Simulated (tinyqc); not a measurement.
Thermoelectric coefficients of a parabolic band, Landauer integrals: two steps of the calculation.

Bulk parabolic band, x = (E - Ec)/kB T, C = hbar^2/(2 m0), kB T in eV. Modes per area gv m kB T x/(4 pi C) times the back-scattering length l0 x^rr give the transport function s0 X(x), s0 = (2 q^2/h) gv m kB T l0/(4 pi C), X = x^(1 + rr). I_k = int X (x - eta)^k w dx, w = 1/(4 cosh^2((x - eta)/2)).

Values chosen for this exercise:
- T = 200 K (temperature)
- m = 0.2 m0 (mass of one valley)
- gv = 6 (valleys)
- l0 = 1.3 nm (back-scattering length at x = 1)
- rr = 1 (energy exponent of that length)
- kL = 1.9 W/(m K) (lattice thermal conductivity)
- eta = -1.2 (reduced Fermi level (EF - Ec)/kB T)

Constants: q = 1.602176634e-19 C, kB = 1.380649e-23 J/K, hbar = 1.054571817e-34 J s, h = 6.62607015e-34 J s, m0 = 9.1093837015e-31 kg, Vt = kB T/q, hbar^2/(2 m0) = 0.0380998212 eV nm^2. Results are converted to the units shown.

Question 1. Coefficients of the electrons. sigma = s0 I_0, S = -(kB/q) I_1/I_0, Lorenz number L = (kB/q)^2 [I_2/I_0 - (I_1/I_0)^2], kappa_e = L sigma T.

converged I_0, I_1, I_2: [0.56223696, 2.4192131, 12.096482]

Give: s0; sigma; S; L; kappa_e.

Answer 1.

s0 = 43.510 S/cm
sigma = 24.463 S/cm
S = -370.79 uV/K
L = 2.2281 x 1e-8 V^2/K^2
kappa_e = 0.010901 W/(m K)

L is 8.8 % below the Sommerfeld value (pi^2/3)(kB/q)^2 = 2.443e-8 V^2/K^2.

Question 2. Power factor and figure of merit. Power factor S^2 sigma, ZT = S^2 sigma T/(kappa_e + kL).

sigma = 24.462950 S/cm
S = -370.78966 uV/K
kappa_e = 0.010901391 W/(m K)

Wanted: power factor; ZT; electronic share of kappa.

Answer 2.

power factor = 0.3363 mW/(m K^2)
ZT = 0.03520
electronic share of kappa = 0.5705 %

Range of the model: Parabolic bands, elastic scattering and a fixed kL make these model figures, not those of a material.

Computed by the program tinyqc: `OMP_NUM_THREADS=1 python tinyqc.py 2800026 2800027 out.jsonl`, one thread of a shared Intel Xeon 2.30GHz, about 0.1 s for the whole run.
